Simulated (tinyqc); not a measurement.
Worked calculation: CCSD on RHF in the sto-3g basis, for H3+, spin multiplicity 1. One step of it, computed by the program tinyqc.

Question. Orthogonalisation. S = U s U^T; canonical form X = U s^(-1/2), so that X^T S X = 1. Each column of U has its largest component positive (the first on a tie).

overlap S, order 1H 1s, 2H 1s, 3H 1s:
$$\begin{pmatrix}
1.000000 & 0.519144 & 0.519144 \\
0.519144 & 1.000000 & 0.134881 \\
0.519144 & 0.134881 & 1.000000
\end{pmatrix}$$

Give: eigenvalues of S; X.

Answer.

eigenvalues of S: [0.3302, 0.8651, 1.8047]

X, order 1H 1s, 2H 1s, 3H 1s:
$$\begin{pmatrix}
1.2857 & 0.0000 & 0.5017 \\
-0.8294 & 0.7602 & 0.3888 \\
-0.8294 & -0.7602 & 0.3888
\end{pmatrix}$$
